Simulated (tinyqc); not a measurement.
# Offset from the accumulated charge

Problem. Layer 1 (x < 0) accumulates electrons and layer 2 (x > 0) is depleted. Boltzmann statistics. Sheet densities from the first integral: Q1 = sqrt((2 eps0 eps_r Vt N1/q)(exp(u1) - u1 - 1)) extra electrons, Q2 = sqrt((2 eps0 eps_r Vt N2/q)(exp(-u2) + u2 - 1)) missing ones, u = V/Vt; neutrality Q1 = Q2 + si. V1 + V2 = dE + Vt ln[(N2/Nc2)/(N1/Nc1)]. Find V1, V2 and dE.

Parameters, values chosen for the exercise; values of the order of III-V alloys: temperature T = 200 K; relative permittivity of both layers eps_r = 12.9; density of states of the narrow-gap layer 1 Nc1 = 6.4e17 cm^-3; density of states of the wide-gap layer 2 Nc2 = 1.4e18 cm^-3; donor density in layer 1 N1 = 9e15 cm^-3; donor density in layer 2 N2 = 2.5e16 cm^-3; fixed charge at the interface si = 6.7e10 cm^-2.

Constants: q = 1.602176634e-19 C, kB = 1.380649e-23 J/K, Vt = kB T/q, eps0 = 8.8541878128e-14 F/cm where lengths are in cm. Results are converted to the units shown.

Q1 = 2.5244391e11 cm^-2

Answer. Each sheet density rises steadily with its bending, so Q1 fixes V1 and Q2 = Q1 - si fixes V2.

V1 = 0.06043 V
V2 = 0.1137 V
dE = 0.1700 eV

Computed by the program tinyqc: `OMP_NUM_THREADS=1 python tinyqc.py 2410108 2410109 out.jsonl`, one thread of a shared Intel Xeon 2.30GHz, about 0.1 s for the whole run.
